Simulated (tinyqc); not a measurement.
MOS inversion layer, Poisson-Schroedinger loop: effect of the sheet density of electrons.

Electrons confined at an insulator interface at z = 0, treated as a hard wall; parabolic valleys, Hartree approximation, no image or exchange terms. The depletion charge lies far deeper than the electrons and gives a uniform field q Nd/(eps0 eps_r); the gate balances all charge. Energies are counted from the band edge at the interface.

Schroedinger equation -(C/mz) psi'' + (V0 + U) psi = E psi, C = hbar^2/(2 m0), psi(0) = 0, on a uniform mesh of 800 nodes with a far wall at 93 nm, 8 levels a set; V0 = q Nd z/(eps0 eps_r); dU/dz = q (Ns - integral of n from 0 to z)/(eps0 eps_r), U(0) = 0; N_k = g md m0 q Vt/(pi hbar^2) ln(1 + exp((EF - E_k)/Vt)), g the number of valleys of the set, sum N_k = Ns. Triangular well: E_k = a_k (C F^2/mz)^(1/3), a_1 = 2.338107, a_2 = 4.087949, C = hbar^2/(2 m0), F in eV/nm. Fang-Howard (all electrons in the lowest level of set A): b^3 = 6 (mz1/C) q (Nd + 11 Ns/32)/(eps0 eps_r), centroid 3/b, level C b^2/(4 mz1) + (3/b) q (Nd + 11 Ns/16)/(eps0 eps_r). The centroid adds 3.9 z_av/eps_r to an oxide-equivalent thickness. Shares under 0.0001 % are printed as 0.

Parameters, values chosen for the exercise; masses and permittivity close to those of 4H silicon carbide (0001):
```
symbol   value   unit                                     meaning
T          400      K                                 temperature
eps_r     9.59                              relative permittivity
mz1      0.328     m0  mass along z of valley set A (3 valley(s))
md1       0.42     m0    in-plane density-of-states mass of set A
Nd      1.7e11  cm^-2           sheet density of depletion charge
```

Constants: q = 1.602176634e-19 C, kB = 1.380649e-23 J/K, hbar = 1.054571817e-34 J s, m0 = 9.1093837015e-31 kg, Vt = kB T/q, eps0 = 8.8541878128e-14 F/cm where lengths are in cm, hbar^2/(2 m0) = 0.0380998212 eV nm^2. Results are converted to the units shown.

Result of one run:

| Ns (cm^-2) | A1 (meV) | A2 (meV) | EF (meV) | share of A1 (%) | share of A2 (%) | centroid z_av (nm) | added oxide equivalent (nm) | Fang-Howard centroid (nm) |
|---|---|---|---|---|---|---|---|---|
| 4.5e11 | 54.3 | 85.4 | -96.4 | 50.6 | 20.6 | 7.55 | 3.07 | 4.40 |

What becomes of these results when the sheet density of electrons Ns is changed from 4.5e11 to 1e11 cm^-2, all else the same?

Result of the changed run:

| Ns (cm^-2) | A1 (meV) | A2 (meV) | EF (meV) | share of A1 (%) | share of A2 (%) | centroid z_av (nm) | added oxide equivalent (nm) | Fang-Howard centroid (nm) |
|---|---|---|---|---|---|---|---|---|
| 1e11 | 32.5 | 54.5 | -177 | 41.0 | 21.7 | 9.55 | 3.89 | 5.14 |

The whole series:

| Ns (cm^-2) | A1 (meV) | A2 (meV) | EF (meV) | share of A1 (%) | share of A2 (%) | centroid z_av (nm) | added oxide equivalent (nm) | Fang-Howard centroid (nm) |
|---|---|---|---|---|---|---|---|---|
| 1e11 | 32.5 | 54.5 | -177 | 41.0 | 21.7 | 9.55 | 3.89 | 5.14 |
| 2.1e11 | 40.0 | 65.3 | -141 | 44.5 | 21.4 | 8.76 | 3.56 | 4.85 |
| 4.5e11 | 54.3 | 85.4 | -96.4 | 50.6 | 20.6 | 7.55 | 3.07 | 4.40 |
| 9.7e11 | 79.7 | 120 | -38.5 | 59.6 | 18.6 | 6.07 | 2.47 | 3.80 |
| 2.1e12 | 124 | 178 | 38.8 | 70.4 | 15.1 | 4.59 | 1.87 | 3.14 |
| 4.4e12 | 194 | 266 | 142 | 80.3 | 10.9 | 3.39 | 1.38 | 2.54 |
| 9.4e12 | 315 | 411 | 296 | 88.5 | 6.82 | 2.45 | 0.997 | 2.01 |
| 2e13 | 514 | 644 | 535 | 93.9 | 3.78 | 1.78 | 0.726 | 1.58 |

As Ns goes from 1e11 to 2e13, A1 rises from 32.5 to 514 meV, the share of A1 rises from 41.0 to 93.9 % and the centroid falls from 9.55 to 1.78 nm. A1 goes as Ns^(0.65) between the last two rows (a triangular well in the field of that charge alone gives 2/3). EF lies more than 2 meV above A1 for Ns = 2e13. The Fang-Howard centroid is 46 % below the full one in the first row, where A1 holds 41.0 %, and 12 % below it in the last, where A1 holds 93.9 %. For Ns = 1e11, 2.1e11, 4.5e11, 9.7e11, 2.1e12 the eighth level of a set still holds over 0.4 % of the electrons, so more levels and a farther wall would raise the centroid.

tinyqc, about 0.6 s, one thread, Intel Xeon 2.30GHz (shared host): `OMP_NUM_THREADS=1 python tinyqc.py 2160135 2160136 out.jsonl`
